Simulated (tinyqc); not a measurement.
# Silicon n-p-n transistor, Gummel numbers and transit times, step by step

Program tinyqc, `OMP_NUM_THREADS=1 python tinyqc.py 2320079 2320080 out.jsonl`; Intel Xeon 2.30GHz, shared host, one thread, about 0.01 s. Printed values are rounded.

One-dimensional n-p-n transistor in the forward active mode at low injection. In the base p(x) = NB exp(-eta x/wb) and ni(x)^2 = ni^2 exp((g0 + g1 x/wb)/Vt); electrons leave the base at vsat; band spikes at the emitter junction and recombination inside the emitter are ignored.

Inputs (values chosen for the exercise); band and dielectric values close to those of silicon:

| symbol | value | unit | meaning |
|---|---|---|---|
| T | 300 | K | temperature |
| Eg | 1.1 | eV | band gap |
| eps_r | 11.6 |  | relative permittivity |
| Nc | 2.8e19 | cm^-3 | conduction-band density of states at T |
| Nv | 2.63e19 | cm^-3 | valence-band density of states at T |
| vsat | 9.82e6 | cm/s | saturation velocity |
| wb | 440 | nm | neutral base width |
| NB | 1.7e18 | cm^-3 | base doping at the emitter edge |
| eta | 0 |  | doping falls as exp(-eta x/wb) |
| g0 | 0 | eV | gap reduction at the emitter edge of the base |
| g1 | 0 | eV | further gap reduction across the base (linear) |
| Dn | 10 | cm^2/s | electron diffusion coefficient in the base |
| NE | 1.6e20 | cm^-3 | emitter doping |
| gE | 0.12 | eV | gap reduction in the emitter (negative: wider gap) |
| we | 100 | nm | neutral emitter width |
| Dp | 0.96 | cm^2/s | hole diffusion coefficient in the emitter |
| Se | 2e5 | cm/s | recombination velocity at the emitter contact |
| tb | 2e-7 | s | electron lifetime in the base |
| NC | 2.9e16 | cm^-3 | collector doping |
| VCB | 0.5 | V | collector-base reverse bias |

Constants: q = 1.602176634e-19 C, kB = 1.380649e-23 J/K, Vt = kB T/q, eps0 = 8.8541878128e-14 F/cm where lengths are in cm. Results are converted to the units shown.

Range of the model: Heavy doping makes emitter or base degenerate; gE and g0 are to be read as apparent gap changes that include this.

## Base Gummel number and transit time

f(x) = p(x) ni^2/ni(x)^2; I(x) = integral from x to wb of f/Dn, plus f(wb)/vsat; base Gummel number GB = I(0); electron density per unit flux n/(J/q) = I/f; base transit time tauB = integral of I/f over the base. Trapezoid rule on 10 equal steps.

x, point 0 to 10 (nm): [0.000, 44.000, 88.000, 132.000, 176.000, 220.000, 264.000, 308.000, 352.000, 396.000, 440.000]
f, point 0 to 10 (cm^-3): [1.7e18, 1.7e18, 1.7e18, 1.7e18, 1.7e18, 1.7e18, 1.7e18, 1.7e18, 1.7e18, 1.7e18, 1.7e18]
I, point 0 to 10 (s/cm^4): [7.65312e12, 6.90512e12, 6.15712e12, 5.40912e12, 4.66112e12, 3.91312e12, 3.16512e12, 2.41712e12, 1.66912e12, 9.21116e11, 1.73116e11]
I/f, point 0 to 10 (s/cm): [4.50183e-6, 4.06183e-6, 3.62183e-6, 3.18183e-6, 2.74183e-6, 2.30183e-6, 1.86183e-6, 1.42183e-6, 9.81833e-7, 5.41833e-7, 1.01833e-7]
GB = 7.65312e12 s/cm^4
tauB = 101.281 ps

With 4000 steps GB = 7.653e12 s/cm^4 and tauB = 101.3 ps. A uniform base would give wb^2/(2 Dn) + wb/vsat = 101 ps.

## Gain, Early voltage and collector delay

ni = sqrt(Nc Nv) exp(-Eg/(2 Vt)), Eg in volts; GE = NE exp(-gE/Vt)(we/Dp + 1/Se); JC = J0 exp(VBE/Vt), J0 = q ni^2/GB; gain limited by back injection GE/GB, by base recombination tb/tauB, together 1/beta = the sum of the inverses; collector layer one-sided, Wc = sqrt(2 eps0 eps_r (Vbc + VCB)/(q NC)), Vbc = Vt ln(p(wb) NC/ni^2), Cjc = eps0 eps_r/Wc; Early voltage VA = GB q p(wb)/(f(wb) Cjc [1/Dn - (eta + g1/Vt)/(wb vsat)]), f(wb) = p(wb) exp(-(g0 + g1)/Vt), p(wb) = NB exp(-eta); tauC = Wc/(2 vsat).

ni = 1.56302e10 cm^-3
GE = 2.37793e13 s/cm^4
J0 = 5.11445e-12 A/cm^2
GE/GB = 3.10714
tb/tauB = 1974.71
beta = 3.10226
Wc = 244.442 nm
Cjc = 0.420176 fF/um^2
VA = 291.822 V
tauC = 1.24461 ps

The gain is limited more by back injection into the emitter. beta VA = 905 V.
